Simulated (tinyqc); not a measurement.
From results back to parameters: effective mass of the conduction band from tabulated energies. Two cases, with inputs chosen for the exercise.

Problem. A band follows E (1 + alpha E) = c k^2/m, c = hbar^2/2m0. Its energies at two wave vectors are given.

Constants: hbar^2/2m0 = 3.80998211 eV angstrom^2.
Find: y = c k^2/E; m; alpha.
Method. y = m + m alpha E is a straight line through the two points.

Case 1.

Values chosen (out of a larger set: band of an eight-band Kane model near InAs; not measured data): k12 = (0.0114, 0.0304) 1/angstrom (two wave vectors).

energies (meV): 17.96765  104.06493

Solution.

y = c k^2/E (m0): 0.02756  0.03383
m = 0.0262 m0
alpha = 2.78 1/eV

Case 2.

Values chosen (out of a larger set: band of an eight-band Kane model near InSb; not measured data): k12 = (0.0042, 0.0112) 1/angstrom (two wave vectors).

energies (meV): 4.95931  32.05474

Solution.

y = c k^2/E (m0): 0.01355  0.01491
m = 0.0133 m0
alpha = 3.77 1/eV

Computed by tinyqc, one run a case: `OMP_NUM_THREADS=1 python tinyqc.py N N+1 out.jsonl` with N = 1880621, 1880633; one thread of a shared Intel(R) Xeon(R) Processor @ 2.30GHz, about 0.01 s a run at most.
